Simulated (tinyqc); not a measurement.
Heat flow across a film from the phonon Boltzmann equation in the relaxation-time approximation: one step, computed by the program tinyqc. Command: `OMP_NUM_THREADS=1 python tinyqc.py 3018783 3018784 out.jsonl slabbte walk`. One thread of a shared host (Intel(R) Xeon(R) Processor @ 2.30GHz), about 0.02 s of CPU time with the checks.

Two black walls, hot at x = 0 and cold at x = L, emit phonons isotropically. For one free path Lambda, with tau = x/Lambda, tau_L = L/Lambda and phi = (T - T_cold)/Delta T, energy balance gives phi(tau) = (1/2) [E2(tau) + int_0^tau_L phi(s) E1(|tau - s|) ds]; E_n are the exponential integrals. The flux over the ballistic flux C v Delta T/4 is psi = 1 - 2 int_0^tau_L phi(s) E2(s) ds, and kappa_eff/kappa = (3/4) tau_L psi. kappa = C v Lambda/3 is an input, so at fixed kappa a longer free path means a smaller C v.

Problem. The small linear system for Lambda_1. Cut the film into n equal cells with constant phi, collocated at the centres c_i: the kernel integrates to A_ij = |E2(|c_i - e_j|) - E2(|c_i - e_(j+1)|)|/2 for cell edges e_j, and A_ii = 1 - E2(half a cell); solve (1 - A) phi = E2(c)/2; psi = 1 - 2 sum_j phi_j [E3(e_j) - E3(e_(j+1))].

Inputs (values chosen for the exercise, modelled on silicon carbide): film thickness L = 950 nm; free path Lambda_1 = 180 nm; cells n in the small system = 5.

Give: optical thickness tau_L; 1 - A; right-hand side E2(c)/2; flux weights E3(e_j) - E3(e_(j+1)).

Solution.

optical thickness tau_L = 5.278

1 - A:
```
         1        2        3        4        5
1   0.3115  -0.1231  -0.0243  -0.0060  -0.0016
2  -0.1231   0.3115  -0.1231  -0.0243  -0.0060
3  -0.0243  -0.1231   0.3115  -0.1231  -0.0243
4  -0.0060  -0.0243  -0.1231   0.3115  -0.1231
5  -0.0016  -0.0060  -0.0243  -0.1231   0.3115
```

right-hand side E2(c)/2: 0.1558  0.03263  0.008317  0.002298  6.651e-04

flux weights E3(e_j) - E3(e_(j+1)): 0.3982  0.07552  0.01892  0.005190  0.001495
